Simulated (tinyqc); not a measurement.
From results back to parameters: Shockley-Read-Hall recombination through one deep level. Five cases, with inputs chosen for the exercise.

Problem. Deep-level transient spectroscopy: the emission rate is en = gam sigma T^2 exp(-dE/kB T), dE = Ec - Et. Two rates were computed from hidden dE and sigma.

Constants: kB = 8.617333262e-05 eV/K.

Case 1.

Values chosen (out of a larger set: gap and densities of states near those of SiC at this temperature; not measured data): gam = 5.1e+21 1/(cm^2 s K^2) (vth Nc/T^2, which does not depend on T); T1 = 400 K; T2 = 479 K.

en(T1) = 307.315 1/s
en(T2) = 23047.9 1/s

Case 2.

Values chosen (out of a larger set: gap and densities of states near those of GaN at this temperature; not measured data): gam = 3.7e+20 1/(cm^2 s K^2) (vth Nc/T^2, which does not depend on T); T1 = 400 K; T2 = 459 K.

en(T1) = 5.68793 1/s
en(T2) = 164.224 1/s

Case 3.

Values chosen (out of a larger set: gap and densities of states near those of GaN at this temperature; not measured data): gam = 3.7e+20 1/(cm^2 s K^2) (vth Nc/T^2, which does not depend on T); T1 = 368 K; T2 = 412 K.

en(T1) = 5.88057 1/s
en(T2) = 95.9407 1/s

Case 4.

Values chosen (out of a larger set: gap and densities of states near those of SiC at this temperature; not measured data): gam = 4.9e+21 1/(cm^2 s K^2) (vth Nc/T^2, which does not depend on T); T1 = 247 K; T2 = 283 K.

en(T1) = 41.0807 1/s
en(T2) = 1136.45 1/s

Case 5.

Values chosen (out of a larger set: gap and densities of states near those of Si at this temperature; not measured data): gam = 4.2e+21 1/(cm^2 s K^2) (vth Nc/T^2, which does not depend on T); T1 = 197 K; T2 = 219 K.

en(T1) = 28.3964 1/s
en(T2) = 390.110 1/s

Find: ln(en/T^2) at T1 and T2; dE; sigma.

Solution. ln(en/T^2) against 1/T is a line of slope -dE/kB and intercept ln(gam sigma); plotting ln en alone would overstate dE by about 2 kB T.

Case 1.

ln(en/T^2) at T1 and T2: -6.2551  -2.2981

dE = 0.827 eV
sigma = 9.9e-15 cm^2

Case 2.

ln(en/T^2) at T1 and T2: -10.2446  -7.1569

dE = 0.828 eV
sigma = 2.6e-15 cm^2

Case 3.

ln(en/T^2) at T1 and T2: -10.0445  -7.4783

dE = 0.762 eV
sigma = 3.2e-15 cm^2

Case 4.

ln(en/T^2) at T1 and T2: -7.3032  -4.2552

dE = 0.510 eV
sigma = 3.5e-15 cm^2

Case 5.

ln(en/T^2) at T1 and T2: -7.2201  -4.8117

dE = 0.407 eV
sigma = 4.5e-15 cm^2

Computed by tinyqc, one run a case: `OMP_NUM_THREADS=1 python tinyqc.py N N+1 out.jsonl` with N = 1651408, 1651410, 1651423, 1651439, 1651459; one thread of a shared Intel(R) Xeon(R) Processor @ 2.30GHz, about 0.01 s a run at most.
